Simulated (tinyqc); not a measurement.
One anharmonic mode: perturbation theory, self-consistent phonons and exact levels. Inputs raised by 5 %, one at a time. Computed by tinyqc, a small Python program. Command: `OMP_NUM_THREADS=1 python tinyqc.py 3004148 3004149 out.jsonl scp sens`. One thread of a shared host (Intel(R) Xeon(R) Processor @ 2.30GHz), about 0.07 s of CPU time with the checks.

V(x) = k x^2/2 + b x^4 for one coordinate x of mass M. A constant K > 0 gives hbar Omega = sqrt((hbar^2/u) K/M) with K in eV/angstrom^2 and M in u.

Inputs (values chosen for the exercise, for a model mode): mode mass M = 118 u; harmonic constant k = 12.1 eV/angstrom^2; quartic constant b = 151 eV/angstrom^4; temperature T = 120 K; mixing = 0.4.

Shape: single well.

Constants: hbar^2/u = 4.18015928e-03 eV angstrom^2; k_B = 8.617333262e-05 eV/K.

Method:
- Self-consistent phonon, centred at x = 0: K = k + 12 b <x^2>, <x^2> = (hbar Omega/(2K)) coth(hbar Omega/(2 k_B T)).
- Start at K = |k|; K(new) = K + mixing x (K_out - K), but at least K/20; stop when |K_out - K| < 1e-9 |k| or after 90 steps.
- Its free energy is F = k_B T ln[2 sinh(hbar Omega/(2 k_B T))] + (k - K)<x^2>/2 + 3 b <x^2>^2, an upper bound to the exact one.
- Basis: oscillator states n of the constant |k|, with x = s (a + a+), s^2 = hbar Omega/(2|k|); H = hbar Omega (n + 1/2) + (k - |k|) x^2/2 + b x^4, with exact matrix elements of x^2 and x^4.
- Exact values use 120 basis states: F = -k_B T ln sum exp(-E_n/(k_B T)), and <x^2> is the Boltzmann mean.

Runs; columns: (1) input moved; (2) from; (3) to; (4) self-consistent quantum (meV); (5) self-consistent <x^2> (angstrom^2); (6) E_1 - E_0 (meV); (7) exact <x^2> (angstrom^2):
```
(1)                                   (2)     (3)     (4)        (5)     (6)        (7)
base run                                -       -  22.212  0.0010082  21.894  0.0010119
mode mass M (u)                       118   123.9  21.661  0.0009974  21.341  0.0010011
harmonic constant k (eV/angstrom^2)  12.1  12.705  22.648  0.0009792  22.356  0.0009823
quartic constant b (eV/angstrom^4)    151  158.55  22.278  0.0010037  21.947  0.0010076
temperature T (K)                     120     126  22.246  0.0010318  21.894  0.0010360
```

Exponents ln(y'/y) / ln(x'/x):
```
input                self-consistent quantum  self-consistent <x^2>  E_1 - E_0  exact <x^2>
mode mass M                           -0.514                 -0.220     -0.524       -0.219
harmonic constant k                    0.399                 -0.599      0.428       -0.609
quartic constant b                     0.061                 -0.092      0.050       -0.087
temperature T                          0.031                  0.475      0.000        0.481
```

Among the inputs moved here: self-consistent quantum answers most in size to mode mass M (exponent -0.514), next to harmonic constant k (+0.399). Its exponent -0.514 in mode mass M: the harmonic or classical law. Self-consistent <x^2> answers most in size to harmonic constant k (exponent -0.599), next to temperature T (+0.475). E_1 - E_0 answers most in size to mode mass M (exponent -0.524), next to harmonic constant k (+0.428); its exponent is below 0.0005 for temperature T. exact <x^2> answers most in size to harmonic constant k (exponent -0.609), next to temperature T (+0.481).
